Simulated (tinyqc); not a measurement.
What moves the results: ellipsoidal valleys in the axes of a wafer and a channel. A value that a table varies takes the place of the one given here.

Valleys with axes a along x, y and z, two valleys each; inverse mass tensor w = 1/mt + (1/ml - 1/mt) a a. Device axes: z = nz/|nz|, x = nx/|nx|, y = z cross x; in them a = (ax, ay, az). Confinement mass mz = 1/w_zz. In the plane w_ij is replaced by u_ij = w_ij - w_iz w_jz/w_zz (i, j = x, y); density-of-states mass md = 1/sqrt(det u); conductivity mass along x mc = 1/u_xx; ballistic transport mass mx = u_yy/det u, width mass my = 1/u_yy.

Hard walls: E_n = c (n pi/t)^2/mz, c = hbar^2/2m0, n = 1, 2, 3. Non-degenerate share of a valley proportional to md sum_n exp(-E_n/kT); mean 1/mc = sum of share/mc. 1 nm = 10 angstrom.

Constants: hbar^2/2m0 = 3.80998211 eV angstrom^2; kB = 8.617333262e-05 eV/K.

Parameters, chosen for this exercise (near those of the Delta valleys of Si; the results hold for these values, not for the real material): ml = 0.938 m0 (longitudinal mass); mt = 0.183 m0 (transverse mass); t = 7.5 nm (thickness of the film); T = 300 K (temperature); nz = (1, 1, 0) (surface normal (confinement)); nx = (1, -1, 1) (channel direction).

## Wafer and channel orientation

For each face/channel: the lowest ladder (mz, number of valleys, md, E1, share) and the mean conductivity mass over all valleys.

Results:
```
face/channel     mz  valleys     md  E1 (meV)  share  mean mc
(110)/[1-11]  0.306        4  0.320      21.8  0.744   0.3064
(210)/[001]   0.514        2  0.247      13.0  0.455   0.2294
(001)/[100]   0.938        2  0.183       7.1  0.512   0.2277
(113)/[1-10]  0.536        2  0.242      12.5  0.461   0.2389
(110)/[1-10]  0.306        4  0.320      21.8  0.744   0.3669
(111)/[11-2]  0.250        6  0.354      26.7  1.000   0.2890
(111)/[1-10]  0.250        6  0.354      26.7  1.000   0.2890
```

How do the results move?

The mean conductivity mass is lowest, 0.2277, for (001)/[100] and highest, 0.3669, for (110)/[1-10]; the bulk value is 0.2501. The confinement energy is lowest on the face with the heaviest mz ((001), 7 meV). The density of states of the lowest ladder, valleys times md, runs between 0.366 and 2.126; a small value limits the charge through the quantum capacitance.

## Thickness of the film

Share of the lowest ladder and mean conductivity mass.

Results:
```
t (nm)  lowest E1 (meV)  spread of E1 (meV)  share of the lowest ladder  mean mc
2.0               307.0               206.7                       1.000   0.3321
3.0               136.4                91.9                       0.982   0.3302
4.0                76.7                51.7                       0.919   0.3236
5.0                49.1                33.1                       0.848   0.3163
7.0                25.1                16.9                       0.757   0.3076
10.0               12.3                 8.3                       0.711   0.3034
14.0                6.3                 4.2                       0.689   0.3014
```

How do the results move?

The spread falls as 1/t^2 and passes kT = 25.9 meV between t = 5 and 7 nm; the share of the lowest ladder goes from 1.000 to 0.689 and the mean mass goes from 0.3321 to 0.3014, against 0.2994 for equal shares, the limit of a thick film (the bulk value 3/(1/ml + 2/mt) is 0.2501; the two differ since axes are tilted in the x-z plane and in a quantised film no valley carries current across it; once scattering blurs the subbands the bulk value returns). Three subbands a valley become too few once E3 nears kT. In the thinnest rows E1 (307 meV) is beyond the parabolic range.

## What each parameter does

Lowest E1, its share and the mean conductivity mass. Each row changes one parameter from the base and keeps the others.

Results:
```
case           lowest E1 (meV)   share  mean mc (m0)
base                     21.83  0.7441        0.3064
ml = 0.844 m0            22.23  0.7423        0.2979
mt = 0.201 m0            20.19  0.7353        0.3276
t = 6.75 nm              26.95  0.7642        0.3083
T = 270 K                21.83  0.7535        0.3073
```

How do the results move?

The largest shifts from the base row, up to three for each result and ties (the steps differ in size, so this ranks the rows, not the parameters). lowest E1 (meV): t +5.12, mt -1.64, ml +0.40; unchanged at the printed digits by T. share: t +0.0200, T +0.0094, mt -0.0088. mean mc (m0): mt +0.0212, ml -0.0085, t +0.0019.

Computed by tinyqc, a small Python program: `OMP_NUM_THREADS=1 python tinyqc.py 1880584 1880585 out.jsonl` (the numbers bound the seed that draws the inputs); one thread of a shared host (Intel(R) Xeon(R) Processor @ 2.30GHz), about 0.01 s for the whole set of steps.
